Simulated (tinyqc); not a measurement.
Nudged elastic band on a two-dimensional model surface: one step, computed by the program tinyqc.

V(x, y) = h u^2 + t x + (kappa/2)(y + c u)^2 with u = x^2/w^2 - 1; the path runs from the minimum near (-w, 0) to that near (w, 0).

Task: Stationary points. Newton steps x(new) = x - H^-1 grad V (moves limited to 0.3 angstrom) from (-w, 0), (w, 0) and (0, c) give the two minima and the saddle.

Inputs (values chosen for the exercise, for a model surface):
```
quantity,value,unit
height h,0.73,eV
half width w,1.3,angstrom
transverse stiffness kappa,4.5,eV/angstrom^2
curvature c,0.81,angstrom
tilt t,-0.0061,eV/angstrom
```

Surface: curved double well. Climbing image: off.

Give: positions; energies; barrier from the start.

Result:

positions (angstrom):
```
,x,y
start,-1.298,0.002
end,1.302,-0.002
saddle,-0.004,0.810
```

energies (eV): start 0.0079, end -0.0079, saddle 0.7300

barrier from the start = 0.7221 eV
